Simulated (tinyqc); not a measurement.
Single-band model of a thermoelectric material: one step, computed by the program tinyqc. Command: `OMP_NUM_THREADS=1 python tinyqc.py 3010071 3010072 out.jsonl thermo walk`. One thread of a shared host (Intel(R) Xeon(R) Processor @ 2.30GHz), about 0.01 s of CPU time with the checks.

One spherical band, one scattering law, no minority carriers and no phonon drag. In a real material minority carriers limit |S| to about E_g/(2 e T), so larger values are formal. eta = E_F/(k_B T) is counted from the band edge; f = 1/(1 + exp(x - eta)).

Problem. Fermi level. With x = E/(k_B T), a = alpha k_B T (0 for a parabolic band), G = x (1 + a x), D = 1 + 2 a x and <y> = int y f (1 - f) dx, f = 1/(1 + exp(x - eta)): tau = tau_0 G^r/D; transport function s = G^(3/2 + r)/D^2; n = N_0 <G^(3/2)> with N_0 = (2 m k_B T)^(3/2)/(3 pi^2 hbar^3). Integrals over x = E/(k_B T) use 160 Gauss-Legendre points in u = sqrt(x) from 0 to sqrt(max(eta, 0) + 32). Solve for eta.

Inputs (values chosen for the exercise, for a model material): density-of-states mass m = 1 m_0; carrier density n = 3e+18 1/cm^3; temperature T = 450 K.

Band: parabolic. Scattering: constant relaxation time, r = 0.

Constants: m_0 = 9.1093837015e-31 kg; k_B = 1.380649e-23 J/K; hbar = 1.054571817e-34 J s; k_B = 8.617333262e-05 eV/K.

Give: N_0; reduced Fermi level eta.

Solution.

N_0 = 3.468e+19 1/cm^3

reduced Fermi level eta = -2.709
